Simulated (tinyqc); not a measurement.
## Long-channel MOSFET, surface-potential model: effect of the source-body reverse bias

n-channel transistor on a uniformly doped p-type body, gradual-channel approximation, constant mobility, Boltzmann statistics, full ionisation. Potentials are counted from the neutral body; V is the electron quasi-Fermi potential, Vsb at the source and Vsb + Vds at the drain. Charges are magnitudes per area.

ni = sqrt(Nc Nv) exp(-Eg/(2 Vt)), Eg in volts; phiF = Vt ln(Na/ni); Cox = eps0 eox/tox; gamma = sqrt(2 q eps0 eps_r Na)/Cox. The surface potential psi at channel potential V solves Vgs + Vsb - Vfb - psi = gamma sqrt(G), G = psi - Vt + Vt exp((psi - 2 phiF - V)/Vt). Charge sheet: Qi = Cox gamma [sqrt(G) - sqrt(psi - Vt)]; I = mu (W/L) [integral of Qi dpsi from psi_0 to psi_L (drift) + Vt (Qi0 - QiL) (diffusion)], with psi_0 at V = Vsb and psi_L at V = Vsb + Vds. VT = Vfb + 2 phiF + gamma sqrt(2 phiF + Vsb), m = 1 + gamma/(2 sqrt(2 phiF + Vsb)). The swing is 20 mV/log10[I(VT - 0.14 V)/I(VT - 0.16 V)] of the charge-sheet current at the given Vds.

Parameters, values chosen for the exercise; material values those of a made-up semiconductor: temperature T = 325 K; band gap Eg = 0.811 eV; relative permittivity of the semiconductor eps_r = 19.2; conduction-band density of states at T Nc = 9.83e18 cm^-3; valence-band density of states at T Nv = 7.83e18 cm^-3; acceptor density of the body Na = 1e17 cm^-3; relative permittivity of the gate insulator eox = 7.34; insulator thickness tox = 6.8 nm; flat-band voltage Vfb = -0.34 V; channel mobility mu = 120 cm^2/(V s); gate width W = 1 um; gate length L = 2 um; gate-source voltage Vgs = 0.54 V; drain-source voltage Vds = 0.8 V.

Constants: q = 1.602176634e-19 C, kB = 1.380649e-23 J/K, Vt = kB T/q, eps0 = 8.8541878128e-14 F/cm where lengths are in cm. Results are converted to the units shown.

The same in every row: gamma (V^0.5) = 0.2442.

Result of one run:

| Vsb (V) | VT (V) | m | swing (mV/decade) | I at Vgs, Vds (uA) |
|---|---|---|---|---|
| 2.5 | 0.6476 | 1.070 | 69.47 | 9.453e-5 |

What becomes of these results when the source-body reverse bias Vsb is changed from 2.5 to 3 V, all else the same?

Result of the changed run:

| Vsb (V) | VT (V) | m | swing (mV/decade) | I at Vgs, Vds (uA) |
|---|---|---|---|---|
| 3 | 0.6812 | 1.065 | 69.06 | 2.790e-5 |

The whole series:

| Vsb (V) | VT (V) | m | swing (mV/decade) | I at Vgs, Vds (uA) |
|---|---|---|---|---|
| 0 | 0.4032 | 1.163 | 79.61 | 0.1629 |
| 0.5 | 0.4719 | 1.119 | 73.97 | 0.03646 |
| 1 | 0.5254 | 1.098 | 71.90 | 0.007183 |
| 1.5 | 0.5709 | 1.085 | 70.75 | 0.001493 |
| 2 | 0.6111 | 1.076 | 70.00 | 3.536e-4 |
| 2.5 | 0.6476 | 1.070 | 69.47 | 9.453e-5 |
| 3 | 0.6812 | 1.065 | 69.06 | 2.790e-5 |

As Vsb goes from 0 to 3 V, VT rises from 0.403 to 0.681 V, the swing falls from 79.6 to 69.1 mV a decade and the current falls from 0.163 to 2.79e-5 uA. The swing is 6.1 % above m Vt ln 10 in the first row and 0.59 % above it in the last. The gate voltage is below VT in 4 of the 7 rows.

tinyqc, about 0.02 s, one thread, Intel Xeon 2.30GHz (shared host): `OMP_NUM_THREADS=1 python tinyqc.py 2360010 2360011 out.jsonl`
